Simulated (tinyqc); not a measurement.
Inside a calculation. Model: interdiffusion in a binary couple: Darken equations, Kirkendall shift and Boltzmann-Matano analysis. Computed by tinyqc, a small Python program that keeps every step. Command: `OMP_NUM_THREADS=1 python tinyqc.py 3000801 3000802 out.jsonl darken walk`. One thread of a shared host (Intel(R) Xeon(R) Processor @ 2.30GHz), about 0.06 s of CPU time with the checks. Intermediate numbers are printed to about 5 digits and carried at full precision; extremes and crossings named in words are read from the listed rows.

x is the mole fraction of B; the molar volume is constant, and the two halves are long enough to count as infinite.

Inputs (values chosen for the exercise, for a model alloy A-B): tracer diffusivity D*_A(0) = 4.5e-16 m^2/s; tracer diffusivity D*_B(0) = 9.7e-17 m^2/s; slope k of ln D* with x = 0.54; regular-solution parameter W = -0.077 eV; temperature T = 1100 K; left composition x_L = 0.04; right composition x_R = 0.61; time t = 86000 s; composition x for the local step = 0.2.

Vacancy-wind correction: none.

Constants: k_B = 8.617333262e-05 eV/K.

## Diffusivities at one composition

D*_i(x) = D*_i(0) exp(k x); thermodynamic factor Phi = 1 - 2 W x (1 - x)/(k_B T); intrinsic D_i = D*_i Phi; interdiffusion D~ = x D_A + (1 - x) D_B.

thermodynamic factor Phi = 1.2599

intrinsic D_A = 6.3164e-16 m^2/s

intrinsic D_B = 1.3615e-16 m^2/s

interdiffusion coefficient D~ at the local x = 2.3525e-16 m^2/s

A negative W (tendency to order or compound) speeds mixing: Phi is above 1.

## Composition profile

With lambda = z/sqrt(t), the profile solves d/dlambda (D~ dx/dlambda) + (lambda/2) dx/dlambda = 0 with x = x_L and x_R far to the left and right; z = 0 is the original interface. It is solved as a boundary-value problem in y = lambda/sqrt(D~ at the mean composition) on -12 < y < 12 (collocation, tolerance 1e-8). The last column is the error-function profile for a constant D~ taken at the mean composition.

D~ at the mean composition = 3.4228e-16 m^2/s

Profile at time t:
```
y      z (um)        x  dx/dz (1/um)  x for constant D~
-3.0  -16.276  0.04049      0.000411            0.04966
-2.0  -10.851  0.06162      0.011651            0.08483
-1.5   -8.138  0.11236      0.025572            0.12232
-1.0   -5.425  0.19350      0.032557            0.17666
-0.5   -2.713  0.28163      0.031524            0.24625
0.0     0.000  0.36167      0.027226            0.32500
0.5     2.713  0.42873      0.022199            0.40375
1.0     5.425  0.48230      0.017365            0.47334
1.5     8.138  0.52343      0.013056            0.52768
2.0    10.851  0.55373      0.009404            0.56517
3.0    16.276  0.58941      0.004209            0.60034
```

At the original interface x = 0.3617, against the mean 0.3250. D~ is 4.99 times as large at x_R as at x_L, so the profile is flatter and reaches further on the right.

## Boltzmann-Matano quantities at composition x

Read from the profile: the position z(x), the area -int_(x_L)^x z dx and the slope.

position z(x) = -5.2262 um

area -int z dx from x_L to the local x = 1.3228 um

slope dx/dz at the local x = 0.032692 1/um

## Boltzmann-Matano diffusivity

D~(x) = area/(2 t slope), with z counted from the original interface (the Matano plane); 1 um^2 = 1e-12 m^2.

D~ from the profile = 2.3525e-16 m^2/s

It returns the value of D~ 2.3525e-16 m^2/s that went in.

## Kirkendall markers

Lattice planes move with v = (D_B - D_A) dx/dz; markers from the original interface stay at one composition, where z_K = 2 t v.

marker position z_K = -2.9626 um

composition at the markers = 0.27372

number of solutions = 1

The markers move towards the A-rich side, the side that loses atoms of the faster species (A); vacancies flow the same way and may condense there as voids.

Checks made by the program: mass balance about the original interface (Matano plane at z = 0) (relative difference 1e-09); Boltzmann-Matano against the Darken value (relative difference 4e-07).
